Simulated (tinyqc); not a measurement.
Out-diffusion of a doped substrate or buried layer into a growing epitaxial film: one step, computed by the program tinyqc.

x is counted from the original substrate surface into the film, whose surface moves as x = v t. Substrate dopant has one diffusivity; the dopant of the film is taken as uniform.

Task: Scales. D = D0 exp(-E/(k_B T)); growth time t = d/v; l = 2 sqrt(D t); growth number G = v t/l = d/l; 1 um = 1e-4 cm. Temperatures in kelvin are T(C) + 273.15.

Inputs (values chosen for the exercise, modelled on phosphorus in silicon):

| quantity | value | unit |
|---|---|---|
| prefactor D0 | 4.15 | cm^2/s |
| activation energy E | 3.65 | eV |
| growth rate v | 0.98 | um/min |
| film thickness d | 1.1 | um |
| growth temperature T | 1100 | C |

Film doping: opposite type.

Constants: k_B = 8.617333262e-05 eV/K.

Give: diffusivity D; growth time t; length l; growth number G.

Result:

diffusivity D = 1.666e-13 cm^2/s

growth time t = 1.122 min

length l = 0.06699 um

growth number G = 16.42

The surface outruns diffusion, so the film acts as an infinite medium.
